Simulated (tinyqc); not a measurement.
Size effects in the resistivity of thin metal films and interconnect lines: one step, computed by the program tinyqc.

Electrons lose their drift at surfaces (a share 1 - p of the hits) and at grain boundaries (reflection R), besides bulk scattering. The line sits in a trench with a non-conducting liner on both walls and the bottom; the spacing equals the drawn width.

Question. Resistance and delay. Total: rho = rho_b [1 + surface excess + grain excess]; resistance per length rho/(w_m h_m); capacitance per length C = 2 k eps_0 (aspect ratio + 1/2), a parallel-plate estimate for two neighbours plus a fixed term for the planes above and below; delay 0.38 R C L^2; effective resistivity per drawn area.

Inputs (values chosen for the exercise, modelled on ruthenium):
```
quantity                          value         unit
bulk resistivity rho_b              7.7  microohm cm
aspect ratio (height over width)    2.8            -
line length                         2.9   micrometre
permittivity of the dielectric k    3.3            -
```

Geometry: line.

rho/rho_b from surfaces = 1.077471

rho/rho_b from grains = 1.115257

metal width w_m = 45.2 nm

metal height h_m = 130.7 nm

share of the trench filled by metal = 95.51251 %

Constants: eps_0 = 8.8541878128e-12 F/m.

Give: resistivity rho; resistance per length; capacitance per length; RC delay; effective resistivity per drawn area.

Answer.

resistivity rho = 9.184 microohm cm

resistance per length = 15.55 ohm/micrometre

capacitance per length = 0.1928 fF/micrometre

RC delay = 0.009581 ps

effective resistivity per drawn area = 9.616 microohm cm

Of the factor 1.25 over bulk, scattering gives 1.19 and the liner 1.05; within scattering, grain boundaries outweigh surfaces (0.12 against 0.08, grains first).
